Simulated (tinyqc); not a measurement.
Inside a calculation. Model: carrier lifetime of a p-type layer with SRH, radiative, Auger and surface recombination.

Computed by the program tinyqc: `OMP_NUM_THREADS=1 python tinyqc.py 2300066 2300067 out.jsonl`, one thread of a shared Intel Xeon 2.30GHz, about 0.01 s for the whole run. Printed values are rounded.

Uniform excess density dn = dp (no trapping), n = n0 + dn, p = p0 + dn, Boltzmann statistics, full ionisation. Surfaces enter as a rate 2 S dn/d, which holds while diffusion to them is fast.

Inputs (values chosen for the exercise); band and dielectric values close to those of cadmium telluride: temperature T = 300 K; band gap Eg = 1.48 eV; conduction-band density of states at T Nc = 8.01e17 cm^-3; valence-band density of states at T Nv = 1.84e19 cm^-3; radiative coefficient B = 2.01e-10 cm^3/s; acceptor density N = 8.9e15 cm^-3; Auger coefficient (two electrons) Cn = 2.8e-30 cm^6/s; Auger coefficient (two holes) Cp = 1.4e-30 cm^6/s; trap density Nt = 1.8e12 cm^-3; capture cross-section for electrons sn = 7e-14 cm^2; capture cross-section for holes sp = 4e-16 cm^2; thermal velocity (both carriers) vth = 2.3e7 cm/s; trap level below the conduction band Et = 1.01 eV; surface recombination velocity (both faces) S = 0 cm/s; sample thickness d = 30 um; generation rate G = 1e22 cm^-3 s^-1.

Constants: q = 1.602176634e-19 C, kB = 1.380649e-23 J/K, Vt = kB T/q. Results are converted to the units shown.

## Equilibrium densities and SRH constants

ni = sqrt(Nc Nv) exp(-Eg/(2 Vt)), Eg in volts; majority density N/2 + sqrt(N^2/4 + ni^2), n0 p0 = ni^2; n1 = Nc exp(-Et/Vt), p1 = Nv exp((Et - Eg)/Vt); tn0 = 1/(sn vth Nt), tp0 = 1/(sp vth Nt).

ni = 1.42158e6 cm^-3
n0 = 2.27067e-4 cm^-3
p0 = 8.9e15 cm^-3
n1 = 8.63733 cm^-3
p1 = 2.33973e11 cm^-3
tn0 = 3.45066e-7 s
tp0 = 6.03865e-5 s

## Starting value

dn = 8e16 cm^-3.

dn at the start = 8e16 cm^-3

## Iteration 1: new dn

With e = n p - ni^2 = dn (n0 + p0 + dn): U_SRH = e/(tp0 (n + n1) + tn0 (p + p1)), U_rad = B e, U_Aug = (Cn n + Cp p) e, U_s = 2 S dn/d. Substitution: tau = dn/U with U the sum, dn(new) = G tau.

U_SRH = 1.46289e21 cm^-3 s^-1
U_rad = 1.42951e24 cm^-3 s^-1
U_Aug = 2.47825e21 cm^-3 s^-1
U_s = 0 cm^-3 s^-1
tau = 5.58093e-8 s
dn after iteration 1 = 5.58093e14 cm^-3

## Iteration 2: new dn

As before.

U_SRH = 1.42797e20 cm^-3 s^-1
U_rad = 1.06098e21 cm^-3 s^-1
U_Aug = 7.81428e16 cm^-3 s^-1
U_s = 0 cm^-3 s^-1
tau = 4.63589e-7 s
dn after iteration 2 = 4.63589e15 cm^-3

## Iteration 3: new dn

As before.

U_SRH = 2.20476e20 cm^-3 s^-1
U_rad = 1.26129e22 cm^-3 s^-1
U_Aug = 2.00368e18 cm^-3 s^-1
U_s = 0 cm^-3 s^-1
tau = 3.61180e-7 s
dn after iteration 3 = 3.61180e15 cm^-3

## Course of the iteration

Stop when the step is below 1e-10 of the value, or after 40 iterations.

Course of the iteration:
```
iteration  dn before the step (cm^-3)  step (cm^-3)
1                                8e16      -7.94e16
2                          5.58093e14       4.08e15
3                          4.63589e15      -1.02e15
4                          3.61180e15       2.77e14
5                          3.88883e15      -7.84e13
6                          3.81043e15       2.19e13
7                          3.83235e15      -6.15e12
8                          3.82620e15       1.72e12
9                          3.82792e15      -4.84e11
...                               ...           ...
13                         3.82755e15       -2.99e9
14                         3.82755e15        8.38e8
15                         3.82755e15       -2.35e8
16                         3.82755e15        6.59e7
17                         3.82755e15       -1.85e7
18                         3.82755e15        5.18e6
19                         3.82755e15       -1.45e6
20                         3.82755e15        4.07e5
21                         3.82755e15       -1.14e5
```

Converged in 21 iterations. At the solution d ln U/d ln dn = 1.28, so the logarithmic slope of the map is 1 - 1.28 = -0.28; its size is below 1, so substitution contracts.

## Lifetime, shares and quasi-Fermi splitting

converged dn = 3.82755e15 cm^-3

With e = n p - ni^2 = dn (n0 + p0 + dn): U_SRH = e/(tp0 (n + n1) + tn0 (p + p1)), U_rad = B e, U_Aug = (Cn n + Cp p) e, U_s = 2 S dn/d. tau = dn/U, shares of U, splitting Vt ln(n p/ni^2), radiative efficiency U_rad/U.

tau = 3.82755e-7 s
shares (%): SRH 2.0684, radiative 97.9177, Auger 0.0139, surface 0.0000
quasi-Fermi splitting = 1.15375 V

Radiative recombination takes the largest share. dn is 0.43 times the doping: intermediate injection.
